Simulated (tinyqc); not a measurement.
# Voltage acceleration of oxide breakdown, four models on the same data: lifetime against voltage in four models

Field E = V/tox in MV/cm. Models: ln(t63/1 s) = a - c X with X = E (E model), -1/E (1/E model), ln V (power law, c the exponent n) or sqrt(E).

a and c were fitted to stress data from 3.16 to 4.43 V. Project to Vu, multiply by exp[(Ea q/kB)(1/Tu - 1/Ts)] and by ks; ten years are 3.15576e8 s.

Values chosen for this exercise:
- tox = 4.2 nm (oxide thickness)
- Ts = 423 K (stress temperature)
- Tu = 378 K (use temperature)
- Ea = 0.82 eV (activation energy)
- ks = 2.4e-6 (factor for area and percentile)

Constants: q = 1.602176634e-19 C, kB = 1.380649e-23 J/K. Results are converted to the units shown.

```
model         c         a
E       3.82620   42.7397
1/E     303.151  -26.0253
power   34.3005   53.5889
sqrt E  22.9529   76.9998
```

Result of one run:
```
Vu (V)  log10 years, E  log10 years, 1/E  log10 years, power  log10 years, sqrt E
1.84           -0.6741             6.794               2.234               0.6204
```

What becomes of these results when the use voltage Vu is changed from 1.84 to 3.12 V, all else the same?

Result of the changed run:
```
Vu (V)  log10 years, E  log10 years, 1/E  log10 years, power  log10 years, sqrt E
3.12            -5.738            -5.535              -5.632               -5.684
```

The whole series:
```
Vu (V)  log10 years, E  log10 years, 1/E  log10 years, power  log10 years, sqrt E
1.52            0.5920             13.12               5.080                2.521
1.84           -0.6741             6.794               2.234               0.6204
2.16            -1.940             2.342             -0.1544               -1.121
2.48            -3.206           -0.9617              -2.212               -2.738
2.8             -4.472            -3.510              -4.020               -4.253
3.12            -5.738            -5.535              -5.632               -5.684
3.44            -7.004            -7.184              -7.087               -7.044
3.76            -8.270            -8.552              -8.412               -8.341
```

The four agree within 0.28 decades in the last row, inside the stress range, and part by 12.5 decades in the first. The local exponent -d ln t/d ln V is c E for the E model, which shrinks as V falls, constant for the power law, and c/E for the 1/E model, which grows as V falls.

Range of the model: All four laws are empirical fits; none is established far below the stress range.

Computed by the program tinyqc: `OMP_NUM_THREADS=1 python tinyqc.py 2070124 2070125 out.jsonl`, one thread of a shared Intel Xeon 2.30GHz, about 0.01 s for the whole run.
